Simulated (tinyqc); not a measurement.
On-chip interconnect, size-dependent resistivity and RC delay: course in time.

A rectangular line between two neighbours and two ground planes. Surface and grain-boundary scattering are added to the bulk resistivity as corrections; capacitances are parallel-plate values without fringing; inductance is ignored.

4 equal pi sections: series Rs = r Lw/4; node capacitances c Lw/4, halved at nodes 0 and 4, with Cl added to node 4; Rd feeds node 0. Elmore delay of node k: the sum, over the resistors on the path to k, of resistance times all capacitance downstream of it.

A 1 V step is applied behind Rd at t = 0. C dv/dt = -G v + b, with G the conductance matrix of the ladder (1/Rs between neighbours, 1/Rd added at node 0) and b = (1 V/Rd, 0, ...). Trapezoidal step: (C/dt + G/2) v(new) = (C/dt - G/2) v + b. The last column solves the same ladder exactly by its modes.

Parameters, values chosen for the exercise:
```
symbol,value,unit,meaning
Rd,2300,ohm,driver resistance
dt,3,ps,time step
```

Rs = 183.919 ohm
C, node 0 to 4 (fF): [0.0819645, 0.163929, 0.163929, 0.163929, 2.68196]

Voltages (V):

| t (ps) | node 0 | node 2 | node 4 | node 4, exact |
|---|---|---|---|---|
| 3.000 | 0.610 | 0.4103 | 0.2436 | 0.2576 |
| 6.000 | 0.424 | 0.4640 | 0.4753 | 0.4593 |
| 9.000 | 0.838 | 0.6946 | 0.5987 | 0.6062 |
| 12.00 | 0.656 | 0.7139 | 0.7251 | 0.7132 |
| 15.00 | 0.951 | 0.8403 | 0.7868 | 0.7912 |
| 18.00 | 0.785 | 0.8492 | 0.8562 | 0.8479 |
| 21.00 | 1.006 | 0.9145 | 0.8866 | 0.8892 |
| 24.00 | 0.857 | 0.9227 | 0.9248 | 0.9193 |
| 27.00 | 1.030 | 0.9519 | 0.9397 | 0.9413 |
| 30.00 | 0.899 | 0.9628 | 0.9607 | 0.9572 |
| 33.00 | 1.040 | 0.9705 | 0.9679 | 0.9688 |
| 36.00 | 0.924 | 0.9849 | 0.9795 | 0.9773 |

What do the numbers show?

The far end of the ladder reaches 0.5 V at 6.740 ps, 0.699 of its Elmore delay (ln 2 = 0.693 for a single pole); the slowest mode has a time constant of 9.461 ps. The largest error of the trapezoidal steps at that node is 16 mV. Node 0 swings up and down from step to step: the trapezoidal rule does not damp modes much faster than dt, so these swings are numerical.

Range of the model: The metal width is under the mean free path, where the thick-limit surface term and the simple sum of corrections lose accuracy.

tinyqc, about 0.01 s, one thread, Intel Xeon 2.30GHz (shared host): `OMP_NUM_THREADS=1 python tinyqc.py 2100081 2100082 out.jsonl`
